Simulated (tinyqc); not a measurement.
Inside a calculation. Model: leakage currents through a thin dielectric. Computed by tinyqc, a small Python program that keeps every step. Command: `OMP_NUM_THREADS=1 python tinyqc.py 3013196 3013197 out.jsonl leak walk`. One thread of a shared host (Intel(R) Xeon(R) Processor @ 2.30GHz), about 0.03 s of CPU time with the checks. Intermediate numbers are printed to about 5 digits and carried at full precision; extremes and crossings named in words are read from the listed rows.

Electrons leave an electrode with Fermi energy E_F above its band bottom; barriers are counted from the Fermi level, and both electrodes are alike. They cross the interlayer first.

Inputs (values chosen for the exercise, modelled on HfO2):
```
quantity                           value  unit
barrier height phi_B                1.51    eV
tunnelling mass m                    0.2   m_0
static permittivity k               21.9     -
optical permittivity k_o            3.91     -
trap depth phi_t                     1.1    eV
Poole-Frenkel prefactor sigma_0  0.00026  S/cm
thickness t                          8.8    nm
electrode Fermi energy E_F          0.12    eV
electrode mass m_e                   0.5   m_0
voltage V                            4.1     V
temperature T                        473     K
interlayer thickness t_i             1.1    nm
interlayer barrier phi_i            3.04    eV
interlayer mass m_i                 0.41   m_0
interlayer permittivity k_i            4     -
```

Stack: dielectric on an interlayer.

Constants: m_0 = 9.1093837015e-31 kg; e = 1.602176634e-19 C; hbar = 1.054571817e-34 J s; k_B = 8.617333262e-05 eV/K; k_B = 1.380649e-23 J/K; eps_0 = 8.8541878128e-12 F/m; h = 6.62607015e-34 J s.

## Fields

Fields: F_i = V/(t_i + t k_i/k), F = F_i k_i/k; equivalent oxide thickness 3.9 (t/k + t_i/k_i).

field F = 2.7661 MV/cm

equivalent oxide thickness = 2.6396 nm

interlayer field F_i = 15.144 MV/cm

Caution: the field is near or above what such a dielectric withstands; the numbers only show the formulas.

## Transmission at the Fermi level

WKB: a layer of mass m, field F and barrier b(x) = b_0 - e F x gives the exponent (4 sqrt(2 m)/(3 hbar e F)) [b_0^(3/2) - max(b_0 - e F t, 0)^(3/2)] for b_0 > 0; b_0 = barrier - (E - E_F), less e F_i t_i for the second layer; the transmission is D(E) = exp(-sum of exponents), without image force.

exponent of the interlayer = 10.656

exponent of the dielectric = 0

transmission D(E_F) = 2.3554e-05

At E_F the barrier of the dielectric is pulled below E_F by the drop in the interlayer, which alone blocks the current.

## Tunnel current

Tsu-Esaki: J = (e m_e k_B T/(2 pi^2 hbar^3)) int D(E) ln[(1 + exp((E_F - E)/k_B T))/(1 + exp((E_F - eV - E)/k_B T))] dE over the normal energy E (its change with the mass at an interface is neglected) from max(0, E_F - 3 eV) to E_F + largest barrier, by 100 Gauss-Legendre points in each part, split at E_F - 0.3 eV (if inside the range) and E_F + 8 k_B T. The mean energy weights E - E_F by the integrand.

tunnel current density = 1647.3 A/cm^2

mean energy of the current above E_F = -0.049406 eV

The current flows close to or below E_F.

## Thermal currents

Schottky emission J = A T^2 exp(-(phi_B - sqrt(e^3 F/(4 pi k_o eps_0)))/k_B T), A = 4 pi e m k_B^2/h^3 with the tunnelling mass; Poole-Frenkel J = sigma_0 F exp(-(phi_t - sqrt(e^3 F/(pi k_o eps_0)))/k_B T); both use the field F of the dielectric and ignore the interlayer.

Schottky lowering = 0.31917 eV

Poole-Frenkel lowering = 0.63834 eV

Schottky current density = 1.1024e-06 A/cm^2

Poole-Frenkel current density = 0.0086663 A/cm^2

The Poole-Frenkel lowering is twice the Schottky one, because the charge of a trap is fixed while an image charge moves with the electron.

## Which mechanism rules?

The formulas are those given above.

Current densities (A/cm^2):
```
V (V)  F (MV/cm)  tunnelling    Schottky  Poole-Frenkel
0.82      0.5532  2.6242e-09  1.4537e-08     3.0139e-07
1.40      0.9445  2.8152e-06  4.2543e-08     4.4072e-06
2.00      1.3493  5.3641e-03  1.0394e-07     3.7582e-05
2.90      1.9565  3.3008e+01  3.1746e-07     5.0836e-04
3.50      2.3613  6.3102e+02  6.0766e-07     2.2479e-03
4.10      2.7661  1.6473e+03  1.1024e-06     8.6663e-03
4.90      3.3058  2.5518e+03  2.2874e-06     4.4591e-02
6.10      4.1154  5.2795e+03  6.1611e-06     4.0274e-01
```

The largest current is Poole-Frenkel from 0.820 to 1.40, tunnelling from 2.00 to 6.10 V. Over the table tunnelling grows by 12.3 decades, Schottky by 2.6 and Poole-Frenkel by 6.1. A plot of ln(J/F) against sqrt(F) for the Poole-Frenkel column has the slope 9.42 per sqrt(MV/cm), from which k_o follows; reading it as Schottky emission would give about k_o/4.

Checks made by the program: energy integral against adaptive quadrature (relative difference below 1e-10).
